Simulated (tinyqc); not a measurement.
FCI on RHF in the 6-311g basis, for H-, spin multiplicity 1, step by step. The basis has no diffuse functions, so it cannot describe the extra electron: this is an exercise in the method, not the real anion. One step of it, computed by the program tinyqc.

Problem. Iteration 1: diagonalisation and new density. Diagonalise F' = X^T F X, C = X C', fill 1 alpha and 1 beta electrons from the bottom; D = 2 C_occ C_occ^T. Each column has its largest component positive (the first on a tie).

Fock matrix F (hartree):
```
           1H 1s     1H 2s      1H 3s
1H 1s   1.306908  0.019308  -0.239524
1H 2s   0.019308  0.261115   0.065031
1H 3s  -0.239524  0.065031   0.199639
```

X:
```
               1          2         3
1H 1s  -1.182805   0.952862  0.349221
1H 2s   2.312658  -0.064800  0.427480
1H 3s  -1.552142  -0.822676  0.370813
```

Give: F' = X^T F X; orbital energies; coefficients C; D after iteration 1.

Solution.

F' = X^T F X (hartree):
```
         1        2        3
1   2.2539  -1.2091  -0.1433
2  -1.2091   1.7029   0.3339
3  -0.1433   0.3339   0.1989
```

orbital energies (hartree): MO1 0.1183, MO2 0.7852, MO3 3.2523

coefficients C:
```
          MO1      MO2      MO3
1H 1s  0.1825   0.0463  -1.5471
1H 2s  0.2235   1.5182   1.7833
1H 3s  0.7141  -1.4798  -0.7237
```

D after iteration 1:
```
        1H 1s   1H 2s   1H 3s
1H 1s  0.0666  0.0816  0.2607
1H 2s  0.0816  0.0999  0.3191
1H 3s  0.2607  0.3191  1.0199
```
